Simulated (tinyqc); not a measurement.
The 3-omega method: a line heater on a substrate with a thin film. Inputs raised by 5 %, one at a time. Computed by tinyqc, a small Python program. Command: `OMP_NUM_THREADS=1 python tinyqc.py 3003941 3003942 out.jsonl threeomega sens`. One thread of a shared host (Intel(R) Xeon(R) Processor @ 2.30GHz), about 0.01 s of CPU time with the checks.

A current at angular frequency omega = 2 pi f heats the line at 2 omega with the amplitude P per length; the temperature swing Delta T at 2 omega gives a voltage at 3 omega. The substrate is taken as semi-infinite and isotropic, and the heat capacity of heater and film is left out.

Inputs (values chosen for the exercise, modelled on a low-k dielectric on silicon carbide):
```
quantity                                    value           unit
substrate conductivity kappa                  411        W/(m K)
substrate heat capacity C                     2.2  1e6 J/(m^3 K)
heater half-width b                           9.5     micrometre
power amplitude per length P                   42            W/m
current frequency f                          2200             Hz
film thickness t                              250             nm
film conductivity kappa_f                    0.37        W/(m K)
interface resistance R_i                      6.5       m^2 K/GW
substrate thickness d_s                       725     micrometre
temperature coefficient of resistance beta    1.7         1e-3/K
voltage amplitude V_1                         2.4              V
```

Method:
- D = kappa/C; q = sqrt(2 i omega/D); penetration depth 1/|q| = sqrt(D/(2 omega)).
- Delta T_s = (P/(pi kappa)) int_0^infinity (sin x/x)^2 / sqrt(x^2 + (q b)^2) dx with (q b)^2 = i |q b|^2, averaged over the heater width (12 Gauss-Legendre points on each of the pieces 0, 14 log-spaced edges from 1e-5 to 1, and multiples of pi to 40 pi; the tail adds 1/(4 (40 pi)^2)).
- For |q| b much below 1: Delta T_s = (P/(pi kappa)) [-ln(|q| b) + eta - i pi/4], eta = 3/2 - C_E = 0.92278, with Euler's C_E = 0.5772157.
- One-dimensional flow across the film: Delta T_f = P (t/kappa_f + R_i)/(2 b); total in-phase swing Delta T = Delta T_s + Delta T_f; third-harmonic amplitude V_3 = V_1 beta |Delta T|/2 with the out-of-phase part included; the apparent film conductivity is t/(t/kappa_f + R_i).

Runs; columns: (1) input moved; (2) from; (3) to; (4) Delta T_f (K); (5) apparent film conductivity (W/(m K)); (6) penetration depth (micrometre); (7) out-of-phase Delta T_s (K):
```
(1)                                         (2)     (3)     (4)      (5)     (6)        (7)
base run                                      -       -  1.5080  0.36647  82.204  -0.025318
substrate conductivity kappa (W/(m K))      411  431.55  1.5080  0.36647  84.234  -0.024121
substrate heat capacity C (1e6 J/(m^3 K))   2.2    2.31  1.5080  0.36647  80.223  -0.025309
heater half-width b (micrometre)            9.5   9.975  1.4362  0.36647  82.204  -0.025299
power amplitude per length P (W/m)           42    44.1  1.5834  0.36647  82.204  -0.026584
film thickness t (nm)                       250   262.5  1.5826  0.36664  82.204  -0.025318
film conductivity kappa_f (W/(m K))        0.37  0.3885  1.4368  0.38462  82.204  -0.025318
interface resistance R_i (m^2 K/GW)         6.5   6.825  1.5087  0.36630  82.204  -0.025318
```

Exponents ln(y'/y) / ln(x'/x):
```
input                         Delta T_f  apparent film conductivity  penetration depth  out-of-phase Delta T_s
substrate conductivity kappa      0.000                       0.000                0.5                  -0.993
substrate heat capacity C         0.000                       0.000               -0.5                  -0.008
heater half-width b              -1.000                       0.000                0.0                  -0.016
power amplitude per length P      1.000                       0.000                0.0                   1.000
film thickness t                  0.991                       0.009                0.0                   0.000
film conductivity kappa_f        -0.990                       0.990                0.0                   0.000
interface resistance R_i          0.010                      -0.010                0.0                   0.000
```

Among the inputs moved here: Delta T_f answers most in size to power amplitude per length P (exponent +1.000), and about equally to heater half-width b (-1.000), film thickness t (+0.991), film conductivity kappa_f (-0.990); its exponent is below 0.0005 for substrate conductivity kappa, substrate heat capacity C. Its exponent -1.000 in heater half-width b: the flux is P/(2b). Apparent film conductivity answers most in size to film conductivity kappa_f (exponent +0.990), next to interface resistance R_i (-0.010); its exponent is below 0.0005 for substrate conductivity kappa, substrate heat capacity C, heater half-width b, power amplitude per length P. penetration depth answers most in size to substrate conductivity kappa (exponent +0.500), and about equally to substrate heat capacity C (-0.500); its exponent is below 0.0005 for heater half-width b, power amplitude per length P, film thickness t, film conductivity kappa_f, interface resistance R_i. Out-of-phase Delta T_s answers most in size to power amplitude per length P (exponent +1.000), and about equally to substrate conductivity kappa (-0.993); its exponent is below 0.0005 for film thickness t, film conductivity kappa_f, interface resistance R_i. Its exponent -0.993 in substrate conductivity kappa: the narrow-line value -P/(4 kappa).
